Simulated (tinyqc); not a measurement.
Octagonal on-chip spiral inductor, lumped pi model: one step of the calculation.

Outer diameter do = di + 2 n wd + 2 (n - 1) sp, mean da = (do + di)/2, fill p = (do - di)/(do + di), length l = 3.314 n da. L = 2.25 mu0 n^2 da/(1 + 3.55 p), mu0 = 4 pi 1e-7 H/m. Rs = rho l/(wd delta (1 - exp(-th/delta))), delta = sqrt(rho/(pi f mu0)). Cs = n wd^2 eps0 eo/hu across the coil. At each end Cox = l wd eps0 eo/(2 ho) leads to the substrate branch Rsi = 2 rs he/(l wd) in parallel with Csi = l wd eps0 11.7/(2 he). With one end grounded Y = 1/(Rs + i w L) + i w Cs + 1/[1/(i w Cox) + 1/(1/Rsi + i w Csi)], w = 2 pi f; Q = -Im Y/Re Y. Eddy currents in neighbouring turns and in the substrate are left out.

Question. Admittance, quality factor and apparent inductance. Series branch 1/(Rs + i w L), substrate branch, total Y, Q = -Im Y/Re Y, apparent inductance Im(1/Y)/w, metal-only value w L/Rs, share of the loss in the substrate Re(substrate branch)/Re Y.

Inputs (values chosen for the exercise): frequency f = 1.1 GHz.

L = 5.4502663 nH
Rs = 2.6758970 ohm
Cs = 79.864774 fF
Cox = 147.94860 fF
Rsi = 8270.9041 ohm
Csi = 125.25112 fF

Give: series branch; substrate branch; Y; Q; apparent inductance; w L/Rs; share of the loss in the substrate.

Answer.

series branch = 1.876-26.413i mS
substrate branch = 0.03531+0.47106i mS
Y = 1.912-25.390i mS
Q = 13.282
apparent inductance = 5.6664 nH
w L/Rs = 14.077
share of the loss in the substrate = 1.8473 %

Q is 94.4 % of the metal-only value.

Computed by the program tinyqc: `OMP_NUM_THREADS=1 python tinyqc.py 2302107 2302108 out.jsonl`, one thread of a shared Intel Xeon 2.30GHz, about 0.01 s for the whole run.
